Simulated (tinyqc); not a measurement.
Bloch-Grueneisen resistivity of a metal: one step, computed by the program tinyqc.

Electrons scatter from a Debye spectrum of phonons (n = 5 for scattering within one band, n = 3 for scattering into a second, heavy band) and from static defects.

Question. Total resistivity and derived numbers. J_n(y) = int_0^y x^n e^x/(e^x - 1)^2 dx, by 96 Gauss-Legendre points (upper limit at most 60). rho_ph = (n - 1) rho_1 (T/Theta)^n J_n(Theta/T), with rho_1 = 2 pi lambda_tr k_B Theta/(hbar eps_0 w_p^2), the high-temperature line at T = Theta. Parallel-resistor saturation: 1/rho = 1/(rho_0 + rho_ph) + 1/rho_sat. Temperature coefficient (1/rho) d rho/dT by a central difference of +/- 0.5 K; residual ratio rho(295 K)/rho(4.2 K); scattering time tau = 1/(eps_0 w_p^2 rho); Wiedemann-Franz kappa = L_0 T/rho, L_0 = (pi^2/3)(k_B/e)^2.

Inputs (values chosen for the exercise, modelled on ruthenium):

| quantity | value | unit |
|---|---|---|
| exponent n | 5 | - |
| Debye temperature Theta | 406 | K |
| transport coupling lambda_tr | 0.45 | - |
| Drude plasma energy hbar w_p | 7.7 | eV |
| residual resistivity rho_0 | 0.029 | microohm cm |
| temperature T | 200 | K |
| saturation resistivity | 90 | microohm cm |

Addition: saturation.

Constants: k_B = 1.380649e-23 J/K; hbar = 1.054571817e-34 J s; eps_0 = 8.8541878128e-12 F/m; hbar = 6.582119569e-16 eV s; k_B = 8.617333262e-05 eV/K.

Give: resistivity rho; temperature coefficient; residual resistance ratio; scattering time; Wiedemann-Franz conductivity.

Answer.

resistivity rho = 4.675 microohm cm

temperature coefficient = 6.711 1e-3/K

residual resistance ratio = 258.0

scattering time = 17.65 fs

Wiedemann-Franz conductivity = 104.5 W/(m K)

The coefficient is 1.34 times 1/T; it exceeds 1/T because the phonon part, extended linearly, meets zero above T = 0. Caution: below about Theta/2 small-angle phonon scattering degrades heat flow more than charge flow, so a thermal conductivity taken from rho by the Wiedemann-Franz law would be too high.
